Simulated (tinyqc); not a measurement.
# Gate voltage for a given inversion charge

Problem. p-type body, charge-sheet picture, depletion and inversion only, full ionisation (an idealisation for deep acceptors), Boltzmann statistics (rough once Na exp(x - xn) passes about Nc/7). In units of Vt: xg = (Vg - Vfb)/Vt, x = psi/Vt, G = gamma/sqrt(Vt), xn = (2 phiF + Vc)/Vt. The implicit equation is (xg - x)^2 = G^2 [x - 1 + exp(x - xn)] for x above about 3. Cox = eps0 eox/tox. ni = sqrt(Nc Nv) exp(-Eg/(2 Vt)), Eg in volts; phiF = Vt ln(Na/ni); gamma = sqrt(2 q eps0 eps_r Na)/Cox. N_inv = (Cox Vt G/q) [sqrt(x - 1 + exp(x - xn)) - sqrt(x - 1)]. Find x - xn, psi and Vg.

Values chosen for this exercise; band and dielectric values close to those of silicon:
- T = 300 K (temperature)
- Eg = 1.1 eV (band gap)
- eps_r = 11.5 (relative permittivity)
- Nc = 2.77e19 cm^-3 (conduction-band density of states at T)
- Nv = 2.61e19 cm^-3 (valence-band density of states at T)
- eox = 7.48 (relative permittivity of the gate insulator (close to silicon nitride))
- tox = 7.1 nm (insulator thickness)
- Na = 1.6e18 cm^-3 (acceptor density)
- Vfb = -0.47 V (flat-band voltage)
- Vc = 1 V (channel-body voltage)

Constants: q = 1.602176634e-19 C, kB = 1.380649e-23 J/K, Vt = kB T/q, eps0 = 8.8541878128e-14 F/cm where lengths are in cm. Results are converted to the units shown.

N_inv = 6e10 cm^-2

Answer. N_inv rises steadily with x, so it fixes x; the implicit equation then gives xg directly.

x - xn = 0.364
psi = 1.96 V
Vg = 2.58 V

Numbers from tinyqc (`OMP_NUM_THREADS=1 python tinyqc.py 2122044 2122045 out.jsonl`; about 0.01 s on one thread of a shared Intel Xeon 2.30GHz).
